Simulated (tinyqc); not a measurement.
# Capacitance measurement on a leaky thin oxide: effects of series resistance and leakage: what changes with what

The device is a capacitance C in parallel with a leakage conductance G, in series with Rs and Ls. An impedance meter reports either a parallel pair (Cp, Gp) from Y = 1/Z = Gp + i w Cp or a series pair (Cs, Rm) from Z = Rm + 1/(i w Cs); w = 2 pi f, dissipation D = Gp/(w |Cp|).

Inputs (values chosen for the exercise); values of the order met in thin-oxide MOS capacitors:
- eox = 7.43 (relative permittivity of the gate insulator (close to silicon nitride))
- tox = 3.6 nm (insulator thickness)
- A = 2500 um^2 (gate area)
- zc = 0.51 nm (oxide-equivalent thickness added by the accumulation layer)
- zp = 0.26 nm (oxide-equivalent thickness added by gate depletion)
- Jg = 0.0068 A/cm^2 (gate leakage current density, not matched to the thickness)
- Vs = 0.29 V (voltage for an e-fold rise of the leakage)
- Rs = 380 ohm (series resistance)
- Ls = 0 nH (series inductance)
- f = 2e5 Hz (measuring frequency)

Constants: eps0 = 8.8541878128e-14 F/cm where lengths are in cm. Results are converted to the units shown.

Each table varies one quantity; the others keep the values above.

## Readings against frequency

EOT = 3.9 tox/eox; CET = EOT + zc + zp; C = 3.9 eps0 A/CET; G = Jg A/Vs. Z = Rs + i w Ls + 1/(G + i w C); CET read from Cp = 3.9 eps0 A/Cp; errors under 0.001 % are printed as 0.

The same in every row: C (pF) = 32.46.

Readings against frequency:

| f (Hz) | Cp (pF) | Cs (pF) | D | error of Cp (%) | error of Cs (%) | CET read from Cp (nm) |
|---|---|---|---|---|---|---|
| 1000 | 32.44 | 300.6 | 2.875 | -0.0445 | 826 | 2.661 |
| 3000 | 32.44 | 62.26 | 0.9586 | -0.0445 | 91.8 | 2.661 |
| 10000 | 32.44 | 35.14 | 0.2883 | -0.0446 | 8.26 | 2.661 |
| 30000 | 32.44 | 32.76 | 0.09816 | -0.0451 | 0.918 | 2.661 |
| 1e5 | 32.44 | 32.49 | 0.03650 | -0.0505 | 0.0826 | 2.661 |
| 3e5 | 32.43 | 32.46 | 0.03283 | -0.0985 | 9.18e-3 | 2.662 |
| 1e6 | 32.25 | 32.46 | 0.08037 | -0.641 | 0 | 2.677 |
| 3e6 | 30.78 | 32.46 | 0.2335 | -5.17 | 0 | 2.805 |
| 1e7 | 20.27 | 32.46 | 0.7753 | -37.5 | 0 | 4.258 |
| 3e7 | 5.067 | 32.46 | 2.325 | -84.4 | 0 | 17.04 |

D goes from 2.88 through a minimum of 0.0328 (at f = 3e5 Hz among the rows listed) to 2.33; without inductance its minimum lies at f = sqrt(G (1 + G Rs)/Rs)/(2 pi C) = 1.93e5 Hz. The error of Cp goes from -0.0445 to -84.4 % and that of Cs from 826 to 0 %; at low frequency Cp tends to C/(1 + G Rs)^2 and Cs grows as 1 + (G/(w C))^2. One of the two readings is within 2 % of C for f = 1000, 3000, 10000, 30000, 1e5, 3e5, 1e6, 3e6, 1e7, 3e7 Hz. For f = 1000, 3e7 D exceeds 1, where the accuracy of real meters degrades in proportion to sqrt(1 + D^2).

## Effect of the gate area

Same model as above.

Rs is held fixed.

Result of one run:

| A (um^2) | C (pF) | Cp (pF) | Cs (pF) | D | error of Cp (%) | error of Cs (%) | CET read from Cp (nm) |
|---|---|---|---|---|---|---|---|
| 10000 | 129.8 | 129.1 | 129.9 | 0.07638 | -0.560 | 0.0207 | 2.675 |

What becomes of these results when the gate area A is changed from 10000 to 600 um^2, all else the same?

Result of the changed run:

| A (um^2) | C (pF) | Cp (pF) | Cs (pF) | D | error of Cp (%) | error of Cs (%) | CET read from Cp (nm) |
|---|---|---|---|---|---|---|---|
| 600 | 7.790 | 7.789 | 7.792 | 0.01809 | -0.0121 | 0.0207 | 2.660 |

The whole series:

| A (um^2) | C (pF) | Cp (pF) | Cs (pF) | D | error of Cp (%) | error of Cs (%) | CET read from Cp (nm) |
|---|---|---|---|---|---|---|---|
| 20 | 0.2597 | 0.2597 | 0.2597 | 0.01450 | 0 | 0.0207 | 2.660 |
| 70 | 0.9088 | 0.9088 | 0.9090 | 0.01481 | -1.27e-3 | 0.0207 | 2.660 |
| 200 | 2.597 | 2.597 | 2.597 | 0.01561 | -3.72e-3 | 0.0207 | 2.660 |
| 600 | 7.790 | 7.789 | 7.792 | 0.01809 | -0.0121 | 0.0207 | 2.660 |
| 2000 | 25.97 | 25.95 | 25.97 | 0.02677 | -0.0510 | 0.0207 | 2.661 |
| 5000 | 64.92 | 64.80 | 64.93 | 0.04538 | -0.185 | 0.0207 | 2.665 |
| 10000 | 129.8 | 129.1 | 129.9 | 0.07638 | -0.560 | 0.0207 | 2.675 |
| 40000 | 519.3 | 486.0 | 519.4 | 0.2624 | -6.42 | 0.0207 | 2.842 |

As A goes from 20 to 40000, the error of Cp goes from 0 to -6.42 %, that of Cs from 0.0207 to 0.0207 %, and D rises from 0.0145 to 0.262. The CET read from Cp goes from 2.66 to 2.84 nm against the true 2.66 nm. G/(w C) does not depend on the area, while G Rs and w C Rs grow with it.

Computed by the program tinyqc: `OMP_NUM_THREADS=1 python tinyqc.py 2022114 2022115 out.jsonl`, one thread of a shared Intel Xeon 2.30GHz, about 0.01 s for the whole run.
